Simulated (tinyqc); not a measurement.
Planar metal-insulator-metal capacitor: capacitance, non-linearity, leakage and relaxation: one step of the calculation.

A film between two metal electrodes, each interface adding a series capacitance ci. The small-signal permittivity is ek (1 + aq E^2); the field is found with the linear permittivity. Leakage J = J0 sinh(E/Ef). After a voltage step the film passes a relaxation current kr C V tt^(-nr), tt being the time in seconds.

Problem. Planar capacitance, field and non-linearity. Planar film: Cf = eps0 ek/t, 1/C = 1/Cf + 2/ci, EOT = 3.9 eps0/C, effective permittivity C t/eps0, E = (V/t) C/Cf; quadratic coefficient [C(V)/C - 1]/V^2 with Cf (1 + aq E^2) in C(V).

Parameters, values chosen for the exercise; permittivity of the order of that of strontium titanate:

| symbol | value | unit | meaning |
|---|---|---|---|
| ek | 145 |  | relative permittivity of the film |
| t | 20 | nm | film thickness |
| ci | 30 | uF/cm^2 | capacitance of each electrode interface (dead layer and screening) |
| aq | -0.048 | cm^2/MV^2 | quadratic field coefficient of the permittivity |
| V | 0.6 | V | bias |
| J0 | 6.3e-11 | A/cm^2 | leakage prefactor |
| Ef | 0.15 | MV/cm | field for an e-fold rise of the leakage |

Constants: eps0 = 8.8541878128e-14 F/cm where lengths are in cm. Results are converted to the units shown.

Find: Cf; C; EOT; effective permittivity; E; quadratic coefficient; J.

Solution.

Cf = 6.419 uF/cm^2
C = 4.495 uF/cm^2
EOT = 0.7681 nm
effective permittivity = 101.5
E = 0.2101 MV/cm
quadratic coefficient = -4124 ppm/V^2
J = 1.201e-10 A/cm^2

The interfaces take 30.0 % of the voltage.

Program tinyqc, `OMP_NUM_THREADS=1 python tinyqc.py 2102195 2102196 out.jsonl`; Intel Xeon 2.30GHz, shared host, one thread, about 0.01 s.
